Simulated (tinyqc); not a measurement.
From one set of inputs to another, one input at a time: strain, valley repopulation and piezoresistance in a many-valley conduction band. Computed by tinyqc, a small Python program. Command: `OMP_NUM_THREADS=1 python tinyqc.py 3018960 3018961 out.jsonl valleys ladder`. One thread of a shared host (Intel(R) Xeon(R) Processor @ 2.30GHz), about 0.03 s of CPU time with the checks.

Valleys are ellipsoids with mass m_l along the axis a and m_t across it, parabolic, with one constant relaxation time; strain shifts the valleys and leaves the masses alone. Currents are taken along [100], in the plane, and along [001], across the plane.

The inputs printed are set A. Inputs not listed in the table keep their values of set A, so the rows need not describe a real material.

Inputs (values chosen for the exercise, for a model crystal):
```
quantity                               value    unit
longitudinal mass m_l                   1.45     m_0
transverse mass m_t                   0.0804     m_0
shear deformation potential Xi_u          20      eV
dilation deformation potential Xi_d     -5.6      eV
C11                                      135     GPa
C12                                     52.7     GPa
C44                                     63.8     GPa
stress X (tension positive)             -580     MPa
electron density n                   4.4e+16  1/cm^3
relaxation time tau                       63      fs
temperature T                            250       K
```

Valley axes: <111> (4 valleys). Load: biaxial in the (001) plane.

Constants: k_B = 8.617333262e-05 eV/K; m_0 = 9.1093837015e-31 kg; k_B = 1.380649e-23 J/K; hbar = 1.054571817e-34 J s; e = 1.602176634e-19 C.

Method:
- Compliances S11 = (C11 + C12)/((C11 - C12)(C11 + 2 C12)), S12 = -C12/((C11 - C12)(C11 + 2 C12)), S44 = 1/C44; stress sigma_xx = sigma_yy = X, all else 0; e_xx = S11 sigma_xx + S12 (sigma_yy + sigma_zz), e_xy = S44 sigma_xy/2 (tensor strain).
- Herring-Vogt shift of a valley with unit axis a: dE = Xi_d tr(e) + Xi_u a.e.a.
- Each of the 4 valleys holds n_v = N_v (2/sqrt(pi)) F_1/2((E_F - dE_v)/(k_B T)), N_v = 2 (m_d k_B T/(2 pi hbar^2))^(3/2), m_d = (m_l m_t^2)^(1/3); E_F solves sum n_v = n and is counted from the unstrained edge.
- F_j(eta) = int_0^infinity x^j/(1 + exp(x - eta)) dx, without a gamma-function factor. It is evaluated after integrating by parts.
- Integrals over x = E/(k_B T) use 160 Gauss-Legendre points in u = sqrt(x) from 0 to sqrt(max(eta, 0) + 32).
- Mobility tensor mu = e tau sum_v (n_v/n) [1/m_t + (1/m_l - 1/m_t) a a^T]; unstrained mu_0 = e tau (1/m_l + 2/m_t)/3; resistivity along d from the inverse tensor, rho_d = d.mu^-1.d/(n e), mobility along d = 1/(d.mu^-1.d); gauge pi_d = (rho_d/rho_0 - 1)/X.
- With eta_0 the reduced Fermi level without strain, r = F_-1/2(eta_0)/(2 F_1/2(eta_0)) (1 for a classical gas) and c = r (Xi_u/k_B T) (m_l - m_t)/(2 m_l + m_t): pi44 = -c S44/3, pi11 = pi12 = 0.

Each row keeps all changes above it; columns: (1) input moved; (2) from; (3) to; (4) mobility along the first direction (cm^2/(V s)); (5) mobility along the second direction (cm^2/(V s)); (6) degeneracy factor r:
```
(1)                                           (2)      (3)    (4)    (5)     (6)
set A                                           -        -  944.3  944.3  0.9979
transverse mass m_t (m_0)                  0.0804   0.0842  902.8  902.8  0.9980
relaxation time tau (fs)                       63       44  630.5  630.5  0.9980
C44 (GPa)                                    63.8     67.5  630.5  630.5  0.9980
C11 (GPa)                                     135      127  630.5  630.5  0.9980
dilation deformation potential Xi_d (eV)     -5.6     -4.5  630.5  630.5  0.9980
stress X (tension positive) (MPa)            -580     -310  630.5  630.5  0.9980
electron density n (1/cm^3)               4.4e+16  3.9e+15  630.5  630.5  0.9998
```

Where does the difference come from?

Mobility along the first direction goes from 944 to 631, a factor 0.668 in all. The largest single move comes from relaxation time tau (a factor 0.698). Mobility along the second direction goes from 944 to 631, a factor 0.668 in all. The largest single move comes from relaxation time tau (a factor 0.698). The single moves hold for this order of the switches; the total does not depend on the order.

Extremes, crossings and ranges named in words are read from the listed rows.
